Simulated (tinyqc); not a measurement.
Worked calculation: shallow donor in effective-mass theory, with valley-orbit splitting. Values are carried at full precision from step to step, so a last printed digit may differ when a step is redone from the rounded ones.

Constants: Ry = 13.60569312 eV; a0 (Bohr radius) = 0.5291772105 angstrom; hbar^2/2m0 = 3.80998211 eV angstrom^2; e^2/(4 pi eps0) = 14.39964547 eV angstrom.

Parameters, chosen for this exercise (near those of a group-V donor in Si; the results hold for these values, not for the real material):
- ml = 0.916 m0 (longitudinal mass)
- mt = 0.192 m0 (transverse mass)
- eps = 11.3 (dielectric constant)
- a = 21.4 angstrom (trial radius across the axis)
- b = 14.6 angstrom (trial radius along the axis)
- E0 = -32 meV (single-valley level)
- D0 = 3.81 meV (central-cell shift)
- D1 = 2.13 meV (coupling of perpendicular valleys)
- D2 = 1.44 meV (coupling of opposite valleys)
- Ds = -5.7 meV (strain splitting: z valleys less the others)

## Hydrogen-like estimates

Ry* = Ry m/eps^2 and a* = a0 eps/m for four choices of one mass: mt, the conductivity mass 3/(1/ml + 2/mt), the density-of-states mass (ml mt^2)^(1/3), and ml.

Estimates:

| mass | m (m0) | Ry* (meV) | a* (angstrom) |
|---|---|---|---|
| mt | 0.1920 | 20.46 | 31.14 |
| conductivity | 0.2607 | 27.78 | 22.94 |
| density of states | 0.3232 | 34.44 | 18.50 |
| ml | 0.9160 | 97.60 | 6.53 |

## Energy of one trial function

One valley: H = -c [(d2/dx2 + d2/dy2)/mt + (d2/dz2)/ml] - q/(eps r), c = hbar^2/2m0, q = e^2/(4 pi eps0). Trial function exp(-sqrt((x^2 + y^2)/a^2 + z^2/b^2)) with a > b: T = (c/3)(2/(mt a^2) + 1/(ml b^2)), V = -(q/eps) atan(u/b)/u, u = sqrt(a^2 - b^2). The central cell of the impurity is left out.

Evaluate T, V and E. Scaling both radii by f changes T to T/f^2 and V to V/f, so the best factor is f = -2T/V, with energy -V^2/(4T).

T = 35.391 meV
V = -66.783 meV
E = -31.392 meV
best scale factor = 1.0599
energy after scaling = -31.505 meV

The virial ratio -V/T is 1.887; it is 2 at the best scale. Scaling gains 0.113 meV.

## Scan over the shape

For each ratio b/a = 0.2, 0.3, ..., 0.9 the best scale follows from a = -2 T1/V1, with T1 and V1 taken at a = 1 angstrom.

Scan:

| b/a | a (angstrom) | b (angstrom) | E (meV) |
|---|---|---|---|
| 0.2 | 53.78 | 10.76 | -16.560 |
| 0.3 | 33.86 | 10.16 | -24.975 |
| 0.4 | 27.17 | 10.87 | -29.665 |
| 0.5 | 24.37 | 12.18 | -31.616 |
| 0.6 | 23.13 | 13.88 | -31.933 |
| 0.7 | 22.63 | 15.84 | -31.360 |
| 0.8 | 22.53 | 18.02 | -30.331 |
| 0.9 | 22.66 | 20.40 | -29.091 |

The best listed ratio is 0.6; (mt/ml)^(1/2) = 0.46 and (mt/ml)^(1/3) = 0.59 are common guesses.

## The minimum

Minimise over a and b. The Mott estimate n_c = (0.25/a_m)^3 uses a_m = (a^2 b)^(1/3); 1/angstrom^3 = 1e24/cm^3.

a = 23.34 angstrom
b = 13.45 angstrom
E = -31.960 meV
a_m = 19.42 angstrom
n_c = 2.13 x 1e18/cm^3

b/a = 0.576. The binding energy is 1.562 times Ry*(mt). The central cell of a real donor shrinks the orbit and raises n_c (3.7 x 1e18/cm^3 for P in Si).

## The valley-orbit matrix

Basis: the 1s envelopes of the valleys +x, -x, +y, -y, +z, -z. Diagonal E0 - D0, element -D2 between opposite valleys and -D1 between perpendicular ones. Strain along [001] adds 2 Ds/3 to the z valleys and -Ds/3 to the others.

Fill it in with the strain.

H (meV):
```
         +x       -x       +y       -y       +z       -z
+x  -33.910   -1.440   -2.130   -2.130   -2.130   -2.130
-x   -1.440  -33.910   -2.130   -2.130   -2.130   -2.130
+y   -2.130   -2.130  -33.910   -1.440   -2.130   -2.130
-y   -2.130   -2.130   -1.440  -33.910   -2.130   -2.130
+z   -2.130   -2.130   -2.130   -2.130  -39.610   -1.440
-z   -2.130   -2.130   -2.130   -2.130   -1.440  -39.610
```

## Levels and ground state

Diagonalise. For the lowest state give the amplitudes (positive) and (sum of amplitudes)^2/6, the contact density relative to no strain.

levels (meV): -46.397  -38.170  -34.263  -32.470  -32.470  -31.090

amplitudes: +x 0.3319, -x 0.3319, +y 0.3319, -y 0.3319, +z 0.5288, -z 0.5288

relative contact density = 0.9483

The z valleys hold 55.9 % of the ground state, against 33.3 % without strain.

## Checks

- Energy from 21 anisotropic Gaussians against the two-parameter function, meV: -32.00 against -31.96.
- Unstrained levels against E0 - D0 - 4 D1 - D2 (A1), E0 - D0 + D2 (T2, threefold) and E0 - D0 + 2 D1 - D2 (E, twofold): they agree to 1e-10 or better.

Computed by tinyqc, a small Python program: `OMP_NUM_THREADS=1 python tinyqc.py 1251064 1251065 out.jsonl` (the numbers bound the seed that draws the inputs); one thread of a shared host (Intel(R) Xeon(R) Processor @ 2.30GHz), about 0.01 s for the whole set of steps.
